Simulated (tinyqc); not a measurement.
Inside a calculation. Model: Haynes-Shockley experiment: drift, diffusion and decay of a minority-carrier pulse. Computed by tinyqc, a small Python program that keeps every step. Command: `OMP_NUM_THREADS=1 python tinyqc.py 3111930 3111931 out.jsonl haynes walk`. One thread of a shared host (Intel(R) Xeon(R) Processor @ 2.30GHz), about 0.01 s of CPU time with the checks. Intermediate numbers are printed to about 5 digits and carried at full precision; extremes and crossings named in words are read from the listed rows.

A thin sheet of excess carriers is made at x = 0, t = 0 in a long uniform bar; injection is low, so the pulse moves with the minority mobility.

Inputs (values chosen for the exercise, modelled on electrons in p-type silicon in a lightly doped bar):
```
quantity                       value         unit
minority mobility mu            1480   cm^2/(V s)
lifetime tau                      15  microsecond
temperature T                    250            K
field F                           36         V/cm
distance d to the collector     0.34           cm
second distance d2              0.57           cm
injected sheet density N0    1.4e+10       1/cm^2
```

Constants: k_B = 8.617333262e-05 eV/K.

## Transport coefficients

D = mu k_B T/e, v = mu F. Transit time d/v, diffusion length sqrt(D tau), drift length v tau, Peclet number v d/D = e F d/(k_B T).

D = 31.884 cm^2/s

drift velocity v = 53280 cm/s

transit time d/v = 6.3814 microsecond

diffusion length = 218.69 micrometre

drift length v tau = 0.7992 cm

Peclet number = 568.16

The pulse must travel 0.425 drift lengths.

## The signal at the collector

dn(x, t) = N0/sqrt(4 pi D t) exp(-(x - v t)^2/(4 D t) - t/tau). At fixed x the signal peaks where d ln(dn)/dt = 0: a t^2 + t/2 - x^2/(4 D) = 0 with a = v^2/(4 D) + 1/tau. The full width at half maximum is found by solving dn(x, t) = peak/2 on both sides of the peak.

time of the peak t_p = 6.3607 microsecond

peak density = 1.8121e+11 1/cm^3

width at half maximum = 0.88855 microsecond

The peak comes 0.32 % before d/v, since spreading and recombination both weaken the later part of the pulse.

## Shape in time

Times are 0.7, 0.8, 0.9, 0.95, 1, 1.05, 1.1, 1.2 and 1.4 t_p.

Signal at d:
```
t/t_p  t (microsecond)  dn (1/cm^3)     dn/peak
0.70            4.4525   2.0581e+03  1.1358e-08
0.80            5.0885   1.4750e+08  8.1401e-04
0.90            5.7246   3.7299e+10  2.0584e-01
0.95            6.0426   1.2462e+11  6.8773e-01
1.00            6.3607   1.8121e+11  1.0000e+00
1.05            6.6787   1.2915e+11  7.1271e-01
1.10            6.9967   4.9725e+10  2.7441e-01
1.20            7.6328   1.5815e+09  8.7279e-03
1.40            8.9049   1.5815e+04  8.7276e-08
```

At 0.9 and 1.1 t_p the signal is 0.206 and 0.274 of its peak: the trailing side is the wider one.

## Simple reading of the pulse

With w the full width at half maximum: mu = d/(F t_p); D = (w d)^2/(16 ln2 t_p^3); Einstein ratio D/mu against k_B T/e.

apparent mobility = 1484.8 cm^2/(V s)

apparent D = 31.979 cm^2/s

apparent D/mu = 21.537 mV

error of mu = 0.32581 %

error of D = 0.29806 %

The true k_B T/e is 21.54 mV.

## Two distances

Differences remove part of the bias: mu = (d2 - d)/(F (t_p2 - t_p)). The time-integrated signal is A(x) = (N0/u) exp(x (v - u)/(2 D)), u = sqrt(v^2 + 4 D/tau); the simple lifetime is tau = (t_p2 - t_p)/ln(A(d)/A(d2)).

t_p2 = 10.671 microsecond

mobility from two distances = 1482.2 cm^2/(V s)

area ratio A(d)/A(d2) = 1.3332

lifetime from areas = 14.989 microsecond

Errors: mobility +0.15 % (one distance +0.33 %), lifetime -0.07 %.

## How the errors depend on the field

With w that width: mu = d/(F t_p); D = (w d)^2/(16 ln2 t_p^3). The field is scaled by the factors listed.

Errors of the simple reading:
```
factor  F (V/cm)   v d/D  v^2 tau/(4 D)  error of mu (%)  error of D (%)
0.5         18.0   284.1             83          0.94987         0.59446
0.7         25.2   397.7            164          0.55691         0.42545
1.0         36.0   568.2            334          0.32581         0.29806
1.5         54.0   852.2            751          0.18394         0.19876
2.5         90.0  1420.4           2087          0.09439         0.11925
4.0        144.0  2272.6           5342          0.05337         0.07453
7.0        252.0  3977.1          16360          0.02820         0.04258
```

The error of mu falls from 0.950 to 0.0282 %. For large v d/D it is about D/(v d) + 2 D/(v^2 tau), here 0.0282 % in the last row: one part from spreading, one from recombination.

Checks made by the program: area of the signal against its closed form (relative difference below 1e-10).
